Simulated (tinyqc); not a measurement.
Inside a calculation. Method: lattice vibrations of a chain. One step of it, computed by the program tinyqc.

Task: Dynamical matrix at q = 0.3. q is in units of 2 pi/a. A spring k from atom i to atom j, n cells on, adds k to Phi_ii and Phi_jj, -k exp(2 pi i q n) to Phi_ij and the conjugate to Phi_ji (for one atom a cell: 2k (1 - cos 2 pi q n)); D_ij = Phi_ij / sqrt(m_i m_j).

A chain moving along its axis:
```
atom   mass (u)  spring to the next atom (eV/angstrom^2)
1     91.100000                                20.400000
2      6.600000                                16.000000
3     57.900000                                28.400000
4     76.200000                                14.900000
```

Give: D(q).

Result:

D(q) (eV/(angstrom^2 u)):
```
[[0.3875, -0.8320, 0.0000, 0.0553+0.1701i],
 [-0.8320, 5.5152, -0.8185, 0.0000],
 [0.0000, -0.8185, 0.7668, -0.4276],
 [0.0553-0.1701i, 0.0000, -0.4276, 0.5682]]
```
